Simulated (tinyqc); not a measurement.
Worked calculation: correction of a charged-defect supercell by a model charge and potential alignment (plane-averaged potentials). Computed by tinyqc, a small Python program that keeps every step. Command: `OMP_NUM_THREADS=1 python tinyqc.py 3114278 3114279 out.jsonl align walk`. One thread of a shared host (Intel(R) Xeon(R) Processor @ 2.30GHz), about 0.01 s of CPU time with the checks. Intermediate numbers are printed to about 6 digits and carried at full precision; extremes and crossings named in words are read from the listed rows.

The "true" defect charge is (1 - x) q in a Gaussian of width sigma plus x q in one of width sigma_t, so the exact answer is known; the correction sees only a single model Gaussian of width sigma_m. A Gaussian of width s has the transform rho(G) = exp(-G^2 s^2/2), normalised to 1. A uniform background cancels q, so G = 0 is left out. Potentials are those felt by a unit positive charge. E_0 is the formation energy of the isolated defect, E_cell its value in the supercell, E_lat = E_iso - E_per of the model charge, C the true less the model potential far from the defect; the exact correction is E_0 - E_cell, and the error of a scheme is E_cell plus its correction less E_0.

Inputs (values chosen for the exercise, with screening close to that of silicon):
```
quantity,value,unit
defect charge q,2,e
dielectric constant eps,11.9,-
edge of the cubic cell L,17.4,angstrom
width sigma of the true defect charge,1.4,angstrom
width sigma_m of the model charge,1.2,angstrom
share x of the charge in a wide tail,0,-
width sigma_t of the tail,2.3,angstrom
formation energy of the isolated defect E_0,1.46,eV
```

Constants: e^2/(4 pi eps_0) = 14.39964548 eV angstrom.

## The supercell energy and its true error

Periodic energy E_per = (2 pi q^2/(eps L^3)) (e^2/(4 pi eps_0)) sum_(G != 0) rho(G)^2/G^2, G = (2 pi/L)(n1, n2, n3), |n_i| <= 16. Isolated energy: two Gaussians of charges q_a, q_b and widths a, b interact by q_a q_b (e^2/(4 pi eps_0 eps)) sqrt(2/pi)/sqrt(a^2 + b^2), and the self-energy is half the sum over pairs. Supercell value E_cell = E_0 + E_per - E_iso for the true charge.

E_iso, true charge = 0.975286 eV

E_per, true charge = 0.591970 eV

E_cell = 1.07668 eV

exact correction = 0.383315 eV

## Lattice energy of the model charge

E_lat = E_iso - E_per for the model charge; point-charge value alpha q^2 e^2/(4 pi eps_0 eps 2 L) with alpha = 2.837297.

E_iso, model = 1.13783 eV

E_per, model = 0.751516 eV

E_lat = 0.386317 eV

point-charge value = 0.394630 eV

## Plane-averaged potentials

Plane-averaged potential at distance z from the defect: V(z) = (4 pi q/(eps L^3)) (e^2/(4 pi eps_0 e)) sum_(m != 0) rho(G_m) cos(G_m z)/G_m^2, G_m = 2 pi m/L, |m| <= 40.

Potentials (V):
```
z/L,z (angstrom),true,model,difference
0.00,0.00,0.0952060,0.101720,-0.00651372
0.05,0.87,0.0868936,0.091792,-0.00489846
0.10,1.74,0.0654363,0.067201,-0.00176453
0.15,2.61,0.0381807,0.037752,0.00042849
0.20,3.48,0.0111890,0.009917,0.00127169
0.25,4.35,-0.0125855,-0.014054,0.00146860
0.30,5.22,-0.0322151,-0.033713,0.00149790
0.35,6.09,-0.0475054,-0.049006,0.00150077
0.40,6.96,-0.0584291,-0.059930,0.00150096
0.45,7.83,-0.0649834,-0.066484,0.00150096
0.50,8.70,-0.0671681,-0.068669,0.00150096
```

The difference moves by 0.00 mV between z/L = 0.4 and 0.5: a plateau.

## Alignment and corrected energy

C = difference at z = L/2; E_corr = E_cell + E_lat - q C. For charges that have died out at L/2, C = (2 pi q/(eps L^3)) (e^2/(4 pi eps_0 e)) (<s^2> - sigma_m^2), <s^2> = (1 - x) sigma^2 + x sigma_t^2.

alignment C = 0.00150096 V

C, closed form = 0.00150096 V

E_corr = 1.46000 eV

error with alignment (rounded to 1e-4 meV) = 0 meV

error without alignment = 3.00193 meV

error with the point-charge term alone = 11.3149 meV

error without correction = -383.315 meV

Errors are measured against E_0. Alignment cuts the error of the model charge from 3.0 to below 0.001 meV.

## Errors against cell size

Schemes: none; point-charge term alpha q^2 e^2/(4 pi eps_0 eps 2 L), alpha = 2.837297; E_lat of the model; E_lat - q C with C at z = L/2.

Error against E_0 (meV):
```
L (angstrom),none,point charge,model charge,model and alignment
12.2,-530.007,32.8262,8.70900,0.00154894
14.8,-445.570,18.3871,4.87824,0.00000861
17.4,-383.315,11.3149,3.00193,0.00000002
20.9,-322.015,6.5292,1.73224,0.00000000
26.1,-259.734,3.3525,0.88946,0.00000000
```

Between the last two rows the uncorrected error scales as L^-0.97 and the point-charge remainder as L^-3.00. With alignment the error is 0.0 meV in the smallest cell and 0.00 meV in the largest.

Checks made by the program: E_lat against the point-charge value less 2 pi q^2 sigma_m^2 e^2/(4 pi eps_0 eps L^3) (relative difference 2e-07).
